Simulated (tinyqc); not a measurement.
# Slope factor and drain-induced lowering from three currents

Question. With source and body at 0 V, I = A exp((Vg + dd Vd)/(nf Vt)) (1 - exp(-Vd/Vt)). Find nf, the swing nf Vt ln 10 and dd.

Parameters, values chosen for the exercise: temperature T = 330 K.

Constants: q = 1.602176634e-19 C, kB = 1.380649e-23 J/K, Vt = kB T/q. Results are converted to the units shown.

currents at (Vg, Vd) = (0, 0.05), (0, 0.9) and (0.06, 0.9) V (nA/um): [0.0076491486, 0.029177104, 0.14787892]

Solution. The pair at equal Vd gives nf; the pair at equal Vg, after dividing out the factors 1 - exp(-Vd/Vt), gives dd.

nf = 1.300
swing = 85.12 mV/decade
dd = 0.05000

Numbers from tinyqc (`OMP_NUM_THREADS=1 python tinyqc.py 2242225 2242226 out.jsonl`; about 0.03 s on one thread of a shared Intel Xeon 2.30GHz).
